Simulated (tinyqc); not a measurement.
## Layer from its matrix

Problem. For (psi, psi'/m) a flat barrier below its edge has M = [[cosh Kd, (m/K) sinh Kd], [(K/m) sinh Kd, cosh Kd]], K = sqrt(m (U - E)/C), C = hbar^2/(2 m0). Its width is d = 1.2 nm. Find K, m and U.

Parameters, values chosen for the exercise:
- E = 0.474 eV (electron energy)

Constants: q = 1.602176634e-19 C, hbar = 1.054571817e-34 J s, m0 = 9.1093837015e-31 kg, hbar^2/(2 m0) = 0.0380998212 eV nm^2. Results are converted to the units shown.

M of the layer (M12 in nm, M21 in 1/nm):
```
           1           2
1  3.8681277  0.33152709
2  42.115450   3.8681277
```

Answer. K = arcosh(M11)/d, m/K = sqrt(M12/M21), and U = E + C K^2/m.

K = 1.691 1/nm
m = 0.1500 m0
U = 1.200 eV

Program tinyqc, `OMP_NUM_THREADS=1 python tinyqc.py 2560111 2560112 out.jsonl`; Intel Xeon 2.30GHz, shared host, one thread, about 0.01 s.
